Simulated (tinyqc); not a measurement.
Heterojunction of two tight-binding chains: sweeps and comparisons. A value that a table varies takes the place of the one given here.

Left chain: hopping -t1, sites at 2 t1 (band bottom 0). Right chain: hopping -t2, sites at dE + 2 t2 (bottom dE). t = c/(m a^2), c = hbar^2/2m0. The bond across the interface is -tc with tc = f sqrt(t1 t2), and the last left site has the extra energy U. In a chain E = bottom + 2t (1 - cos(ka)); the surface Green function of a half chain is g = -exp(ika)/t, with Im k > 0 where cos(ka) > 1.

Constants: hbar^2/2m0 = 3.80998211 eV angstrom^2.

Parameters, chosen for this exercise (masses and offset of the size met at Si / SiGe; the results hold for these values, not for the real material): a = 4 angstrom (site spacing); m1 = 0.207 m0 (mass on the left); m2 = 0.216 m0 (mass on the right); dE = 0.14 eV (band offset); f = 1 (factor on the interface hopping); U = -0.98 eV (extra energy on the last left site); E = 0.156 eV (electron energy).

## Transmission against energy, and which matching rule a chain obeys

Chain A is the junction as given; chain B has tc = sqrt(t1 t2) and U = 0; chain C has tc = t2 and U = t2 - t1, the finite-difference form of -d/dx (c/m) d/dx. Continuum formulas T = 4 x y/(x + y)^2 with parabolic k: x, y = k/m on each side (BenDaniel-Duke) or x, y = k (slope continuous).

T:
```
E - dE (eV)  E (eV)  chain A  chain B  chain C  k/m matched  k matched
0.002         0.142   0.0599   0.3811   0.3685       0.3730     0.3857
0.005         0.145   0.0935   0.5305   0.5151       0.5206     0.5361
0.010         0.150   0.1305   0.6547   0.6383       0.6442     0.6606
0.020         0.160   0.1818   0.7741   0.7583       0.7640     0.7797
0.050         0.190   0.2801   0.8981   0.8856       0.8902     0.9025
0.100         0.240   0.3835   0.9548   0.9458       0.9491     0.9579
0.200         0.340   0.5097   0.9834   0.9775       0.9797     0.9853
0.400         0.540   0.6421   0.9949   0.9913       0.9927     0.9959
```

Chain C follows the k/m rule within 0.0059 and chain B the plain k rule within 0.0059, while the two rules differ by up to 0.0164: in B the self-energy of the right side is -t1 exp(i k2 a), so only k2 enters, and in C it is -t2 exp(i k2 a), which carries 1/m2. Chain A, with f = 1 and U = -0.98 eV, has an interface term of its own and lies up to 0.6179 from B and 0.6055 from C.

## When the interface binds a state

A state below both bands solves E - 2 t1 - U - S1(E) - S2(E) = 0 for E < 0, with S1 = -t1 z1, S2 = -(tc^2/t2) z2 and |z| < 1 the decaying root of z + 1/z = 2 - (E - bottom)/t. Decay lengths -a/ln|z|. The threshold is the U that solves the equation at E = 0. A dash: no bound state.

Interface state:
```
U (eV)   E (eV)  decay left (angstrom)  decay right (angstrom)
-0.10         -                      -                       -
-0.21         -                      -                       -
-0.31         -                      -                       -
-0.38   -0.0011                  131.4                    11.2
-0.45   -0.0078                   48.5                    11.0
-0.55   -0.0251                   27.1                    10.4
-0.69   -0.0597                   17.6                     9.5
-1.03   -0.1805                   10.2                     7.5
```

threshold U = -0.3434 eV

The step pushes the state out, so an attraction must exceed 0.3434 eV to bind; 5 of the 8 rows are bound. At U = -1.03 eV the state decays over 10.2 angstrom to the left and 7.5 to the right, where the band lies higher.

## What each parameter does

T = 4 Im(S1) Im(S2) |G|^2 with G = 1/(E - 2 t1 - U - S1 - S2), S1 = -t1 exp(i k1 a), S2 = -(tc^2/t2) exp(i k2 a). Each row changes one parameter from the base and keeps the others.

Results:
```
case                   T    k1 a    k2 a
base              0.1635  0.3704  0.1205
m1 = 0.2484 m0    0.1295  0.4062  0.1205
m2 = 0.2592 m0    0.1776  0.3704  0.1321
dE = 0.09 eV      0.3038  0.3704  0.2453
f = 0.9           0.1919  0.3704  0.1205
U = -0.78 eV      0.2238  0.3704  0.1205
a = 3.2 angstrom  0.2284  0.2957  0.0964
```

The largest shifts from the base row, up to three for each result and ties (the steps differ in size, so this ranks the rows, not the parameters). T: dE +0.1403, a +0.0649, U +0.0603. k1 a: a -0.0747, m1 +0.0358; unchanged at the printed digits by m2, dE, f and U. k2 a: dE +0.1247, a -0.0241, m2 +0.0115; unchanged at the printed digits by m1, f and U.

Run: tinyqc, `OMP_NUM_THREADS=1 python tinyqc.py 1482805 1482806 out.jsonl`; Intel(R) Xeon(R) Processor @ 2.30GHz, one thread, shared host; about 0.01 s of CPU time with all checks.
